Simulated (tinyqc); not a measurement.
Changing the etch time t: anisotropic wet etching of Si(100): plane rates, V-grooves, membranes and undercut. Computed by tinyqc, a small Python program. Command: `OMP_NUM_THREADS=1 python tinyqc.py 3010806 3010807 out.jsonl wetetch sweep`. One thread of a shared host (Intel(R) Xeon(R) Processor @ 2.30GHz), about 0.01 s of CPU time with the checks.

A long slot opens the mask on a (100) wafer. The floor etches at R100; (111) walls stand at theta = arctan(sqrt2) = 54.7356 degrees to the surface and recede at R111 along their normal.

Inputs (values chosen for the exercise, close to those used for tetramethylammonium hydroxide solutions): prefactor k0 of the (100) rate = 5.5e+08 um/min; activation energy of (100), E = 0.617 eV; ratio (100)/(111) at 80 C = 24; extra energy of (111), dE = 0.081 eV; ratio (100)/oxide at 80 C = 4600; extra energy of the oxide, dE_ox = 0.27 eV; bath temperature T = 70 C; width w (mask opening along <110>, or membrane width in the design step) = 17 um; misalignment of the mask = 0 degrees.

Constants: k_B = 8.617333262e-05 eV/K.

Method:
- R100 = k0 exp(-E/(k_B T)); a ratio given at 80 C scales as exp[(extra energy/k_B)(1/T - 1/353.15 K)]; R111 and R_ox follow by division.
- Temperatures in kelvin are T(C) + 273.15.
- A misaligned edge exposes ledges and adds R100 sin(misalignment) to the lateral rate (a simple estimate): u = R111/sin(theta) + R100 sin(misalignment). Top width W = w + 2 u t; floor width b = W - 2 z/tan(theta) = W - sqrt2 z. The floor lasts until b = 0, at t_V = w/(sqrt2 R100 - 2u); depth z = R100 t before t_V and W/sqrt2 after.

One run for each value:
```
etch time t (min)  depth z (um)  top width W (um)  floor width b (um)
1                         0.477            17.045              16.370
2                         0.954            17.090              15.741
4.1                       1.956            17.185              14.418
8.4                       4.008            17.378              11.711
17                        8.111            17.766               6.296
35                       13.136            18.577               0.000
71                       14.283            20.199               0.000
140                      16.481            23.308               0.000
290                      21.261            30.067               0.000
600                      31.138            44.035               0.000
```

Over the rows, depth z (um) rises from 0.477 to 31.1 (exponent d ln y / d ln x 1.0 between the first rows and 0.52 between the last); top width W (um) rises from 17.0 to 44.0 (exponent d ln y / d ln x 0.0038 between the first rows and 0.52 between the last); floor width b (um) falls from 16.4 to 0, flat over part of the range. At the low end the exponent of depth z is 1.00, close to 1: the floor etches at a constant rate. The depth is R100 t while the floor lasts; after the V has closed only the slow undercut deepens the groove.
